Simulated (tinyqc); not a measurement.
Schottky diode by thermionic emission with image-force lowering and series resistance: two steps of the calculation.

Metal on an n-type semiconductor with one parabolic valley; V > 0 is forward bias (metal positive). I = I0 [exp(Vj/(n Vt)) - 1] with Vj = V - I Rs; I0 = S A* T^2 exp(-(phi - dphi)/Vt), the lowering dphi taken at zero bias.

Parameters, values chosen for the exercise; band and dielectric values close to those of gallium arsenide:
- T = 300 K (temperature)
- n = 1.15 (ideality factor)
- Rs = 11 ohm (series resistance)
- V = 0.64 V (applied bias)

Constants: q = 1.602176634e-19 C, kB = 1.380649e-23 J/K, Vt = kB T/q. Results are converted to the units shown.

Problem 1. Junction voltage. Fixed-point step: I = (V - Vj)/Rs, then Vj(new) = n Vt ln(1 + I/I0).

I0 = 2.6837374e-5 A
Vj at the start = 0.24 V

Give: Vj after iteration 1.

Solution 1.

Vj after iteration 1 = 0.2144 V

Problem 2. Current and small-signal resistance. I = I0 [exp(Vj/(n Vt)) - 1], dV/dI = Rs + n Vt/(I + I0).

I0 = 2.6837374e-5 A
converged Vj = 0.21614049 V

Find: I; drop over Rs; dV/dI.

Solution 2.

I = 38.533 mA
drop over Rs = 0.42386 V
dV/dI = 11.771 ohm

Computed by the program tinyqc: `OMP_NUM_THREADS=1 python tinyqc.py 2640093 2640094 out.jsonl`, one thread of a shared Intel Xeon 2.30GHz, about 0.01 s for the whole run.
